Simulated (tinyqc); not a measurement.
From results back to parameters: two-dimensional electron gas with Rashba and Dresselhaus coupling. Three cases, with inputs chosen for the exercise.

Problem. For pure Rashba coupling above the band crossing, k_outer - k_inner = al m/c with c = hbar^2/2m0, and each branch holds k^2/(4 pi) electrons per area. Beating of Shubnikov-de Haas oscillations gives the two densities; those below come from a hidden al (1e11/cm^2 = 1e-5/angstrom^2).

Constants: hbar^2/2m0 = 3.80998211 eV angstrom^2.

Find: k_outer, k_inner; al.

Method. k = sqrt(4 pi n) for each branch, and al = c (k_outer - k_inner)/m.

Case 1.

Values chosen (out of a larger set: of the size met in InSb; not measured data): m = 0.0144 m0 (mass).

densities (1e11/cm^2): outer 9.556046, inner 8.443954

Solution.

k_outer, k_inner (1/angstrom): 0.03465  0.03257

al = 0.550 eV angstrom

Case 2.

Values chosen (out of a larger set: of the size met in GaAs; not measured data): m = 0.0668 m0 (mass).

densities (1e11/cm^2): outer 3.463444, inner 3.336556

Solution.

k_outer, k_inner (1/angstrom): 0.02086  0.02048

al = 0.0220 eV angstrom

Case 3.

Values chosen (out of a larger set: of the size met in InGaAs; not measured data): m = 0.0393 m0 (mass).

densities (1e11/cm^2): outer 3.736712, inner 2.963288

Solution.

k_outer, k_inner (1/angstrom): 0.02167  0.01930

al = 0.230 eV angstrom

Computed by tinyqc, one run a case: `OMP_NUM_THREADS=1 python tinyqc.py N N+1 out.jsonl` with N = 1451920, 1451964, 1451967; one thread of a shared Intel(R) Xeon(R) Processor @ 2.30GHz, about 0.01 s a run at most.
